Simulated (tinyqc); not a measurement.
From results back to parameters: two-band k.p model of the Delta valleys near the X point under shear strain. Four cases, with inputs chosen for the exercise.

Problem. Under a shear strain exy (|eta| < 1) the valley on the [001] axis has ml(eta) = ml/(1 - eta^2), 1/m[110] = 1/mt + eta/Mp and 1/m[1-10] = 1/mt - eta/Mp with Mp > 0, eta = D exy/Delta, Delta = 2 c k0^2/ml, k0 = kx0 2 pi/a, c = hbar^2/2m0.

Constants: hbar^2/2m0 = 3.80998211 eV angstrom^2.

Case 1.

Values chosen (near those of Si; the results hold for these values, not for the real material): a = 5.443 angstrom (lattice constant); ml = 0.939 m0 (longitudinal mass); kx0 = 0.146 2 pi/a (distance of the minimum from X); exy = 0.011 (shear strain).

m[110], m[1-10], ml(eta) (m0): 0.12370621  0.49570188  1.92578924

Case 2.

Values chosen (near those of Si; the results hold for these values, not for the real material): a = 5.441 angstrom (lattice constant); ml = 0.889 m0 (longitudinal mass); kx0 = 0.151 2 pi/a (distance of the minimum from X); exy = 0.0011 (shear strain).

m[110], m[1-10], ml(eta) (m0): 0.18995028  0.20895516  0.89189569

Case 3.

Values chosen (near those of Si; the results hold for these values, not for the real material): a = 5.421 angstrom (lattice constant); ml = 0.934 m0 (longitudinal mass); kx0 = 0.153 2 pi/a (distance of the minimum from X); exy = 0.0075 (shear strain).

m[110], m[1-10], ml(eta) (m0): 0.14071483  0.30210612  1.15633576

Case 4.

Values chosen (near those of Si; the results hold for these values, not for the real material): a = 5.422 angstrom (lattice constant); ml = 0.92 m0 (longitudinal mass); kx0 = 0.153 2 pi/a (distance of the minimum from X); exy = 0.0095 (shear strain).

m[110], m[1-10], ml(eta) (m0): 0.14018698  0.36779762  1.29154818

Find: mt; eta; Mp; D.

Solution. The mean of the two inverse transverse masses is 1/mt; eta^2 = 1 - ml/ml(eta), with the sign of 1/m[110] - 1/m[1-10] = 2 eta/Mp, which then gives Mp; D = eta Delta/exy.

Case 1.

mt = 0.198 m0
eta = 0.7158
Mp = 0.236 m0
D = 15.0 eV

Case 2.

mt = 0.199 m0
eta = 0.0570
Mp = 0.238 m0
D = 13.5 eV

Case 3.

mt = 0.192 m0
eta = 0.4385
Mp = 0.231 m0
D = 15.0 eV

Case 4.

mt = 0.203 m0
eta = 0.5364
Mp = 0.243 m0
D = 14.7 eV

Computed by tinyqc, one run a case: `OMP_NUM_THREADS=1 python tinyqc.py N N+1 out.jsonl` with N = 1050418, 1050431, 1050436, 1050446; one thread of a shared Intel(R) Xeon(R) Processor @ 2.30GHz, about 0.01 s a run at most.
